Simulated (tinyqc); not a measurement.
Deep-level transient spectroscopy (DLTS) of one majority-carrier trap: one step, computed by the program tinyqc.

A filling pulse loads the traps in a one-sided junction; under reverse bias they empty at the rate e, and the capacitance relaxes as C(t) = C_0 - dC exp(-e t). The signal is S = [C(t_2) - C(t_1)]/dC.

Question. Emission rate at T. e = g sigma v N_b exp(-E/k_B T), v = sqrt(3 k_B T/m), N_b = 2 M (2 pi m k_B T/h^2)^(3/2), sigma = sigma_0, E = E_t.

Inputs (values chosen for the exercise, with mass and screening modelled on CdS): density-of-states mass m = 0.192 m_0; valleys M = 1; trap depth E_t = 0.216 eV; cross-section sigma_0 = 1.4e-16 cm^2; degeneracy ratio g = 1; temperature T = 139 K.

Carriers: electrons. Extra term: none.

Constants: k_B = 8.617333262e-05 eV/K; k_B = 1.380649e-23 J/K; m_0 = 9.1093837015e-31 kg; h = 6.62607015e-34 J s.

Give: thermal velocity v; N_b; sigma; E; emission rate e.

Answer.

thermal velocity v = 1.8143e+07 cm/s

N_b = 6.6583e+17 cm^-3

sigma = 1.40e-16 cm^2

E = 0.216 eV

emission rate e = 24.923 1/s
